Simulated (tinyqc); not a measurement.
What each parameter does: optical transitions of a finite quantum well.

Each carrier sees a square well of width L with its own depth V and masses m (inside), mb (outside); c = hbar^2/2m0, k = sqrt(m E/c), kappa = sqrt(mb (V - E)/c), and level n solves k L + 2 atan[(k/m)/(kappa/mb)] = n pi. The envelope is cos(kz) for odd n and sin(kz) for even n inside, joins exp(-kappa (|z| - L/2)) outside, and is normalised to 1. Excitons and band mixing are left out.

Constants: hbar^2/2m0 = 3.80998211 eV angstrom^2; hc = 1239.841984 eV nm.

Values chosen for the exercise (near those of an InGaAs well in InP; the results hold for these values, not for the real material):
- L = 72 angstrom (well width)
- Eg = 0.823 eV (gap of the well)
- Vc = 0.258 eV (conduction offset)
- Vv = 0.349 eV (valence offset)
- me = 0.0408 m0 (electron, well)
- meb = 0.0804 m0 (electron, barrier)
- mh = 0.393 m0 (heavy hole along z, well)
- mhb = 0.546 m0 (heavy hole, barrier)
- ml = 0.0529 m0 (light hole along z, well)
- mlb = 0.1183 m0 (light hole, barrier)

Edge wavelength hc/(Eg + e1 + hh1), squared overlap of e1 and hh1, and the confinement energies.

Results for these values:
```
case  edge (nm)  overlap^2  e1 (meV)  hh1 (meV)
base     1383.1     0.9081      60.0       13.4
```

What happens to each result for meb = 0.0965 m0, all else kept?

Answer: edge rises from 1383.1 to 1388.3; overlap^2 rises from 0.9081 to 0.9096; e1 falls from 60.0 to 56.6; hh1 does not change at the printed digits.

The same for each parameter in turn:
```
case             edge (nm)  overlap^2  e1 (meV)  hh1 (meV)
base                1383.1     0.9081      60.0       13.4
L = 79 angstrom     1396.0     0.9173      53.7       11.4
Eg = 0.839 eV       1358.8     0.9081      60.0       13.4
Vc = 0.297 eV       1377.7     0.9203      63.5       13.4
Vv = 0.419 eV       1382.5     0.9011      60.0       13.8
me = 0.0449 m0      1385.6     0.9160      58.4       13.4
mh = 0.452 m0       1385.1     0.9007      60.0       12.1
meb = 0.0965 m0     1388.3     0.9096      56.6       13.4
```

tinyqc: `OMP_NUM_THREADS=1 python tinyqc.py 1280622 1280623 out.jsonl`; about 0.06 s, one thread, shared Intel(R) Xeon(R) Processor @ 2.30GHz.
